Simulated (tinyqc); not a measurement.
Donor near an oxide interface in a gate field (two-state model): one step. Binding in the plane. Two cases, with inputs chosen for the exercise.

Problem. Give D, D', the best L, both terms and E_rho.

Interface at z = 0 (hard wall), donor at z = d, field F pulling electrons to the interface: potential e F z; 1 kV/cm = 1e-5 eV/angstrom, c = hbar^2/2m0, q = e^2/(4 pi eps0), Q = (eps - eo)/(eps + eo). Donor state: E_D = e F d - ED - q Q/(4 eps d), the last term joining the images of ion and electron. Interface state: z exp(-b z/2) exp(-rho^2/(2 L^2)) with E_z = c b^2/(4 mz) + 3 e F/b + q Q b/(8 eps), minimised over b; in the plane at z = 3/b the ion (distance D = d - 3/b) and its image (D' = d + 3/b) give E_rho = c/(mt L^2) - (q/eps)(sqrt(pi)/L)[erfcx(D/L) + Q erfcx(D'/L)], erfcx(x) = exp(x^2) erfc(x), minimised over L. E_I = E_z + E_rho.

Constants: hbar^2/2m0 = 3.80998211 eV angstrom^2; e^2/(4 pi eps0) = 14.39964547 eV angstrom.

Give: D, D'; L; kinetic and Coulomb terms; E_rho.

Case 1.

Values chosen (out of a larger set: near those of a donor in Si below Si3N4, static dielectric constants; not measured data): d = 80 angstrom (depth of the donor); mt = 0.187 m0 (mass in the plane); eps = 11.3 (dielectric constant of the semiconductor).

Q = 0.202128
<z> = 30.965 angstrom

Solution.

D, D' (angstrom): [49.0, 111.0]

L = 69.1 angstrom

kinetic and Coulomb terms (meV): [4.26, -19.08]

E_rho = -14.82 meV

The bottom of the well lies at -28.3 meV, so the level is 48 % of the way up; L/D = 1.41. Above the critical field the ionised donor would thus still hold its electron as a dot at the interface.

Case 2.

Values chosen (out of a larger set: near those of a donor in Si below HfO2, static dielectric constants; not measured data): d = 90 angstrom (depth of the donor); mt = 0.193 m0 (mass in the plane); eps = 11.2 (dielectric constant of the semiconductor).

Q = -0.325301
<z> = 31.164 angstrom

Solution.

D, D' (angstrom): [58.8, 121.2]

L = 80.7 angstrom

kinetic and Coulomb terms (meV): [3.03, -11.58]

E_rho = -8.55 meV

The bottom of the well lies at -18.4 meV, so the level is 54 % of the way up; L/D = 1.37. Above the critical field the ionised donor would thus still hold its electron as a dot at the interface.

Computed by tinyqc, one run a case: `OMP_NUM_THREADS=1 python tinyqc.py N N+1 out.jsonl` with N = 1281832, 1281893; one thread of a shared Intel(R) Xeon(R) Processor @ 2.30GHz, about 0.1 s a run at most.
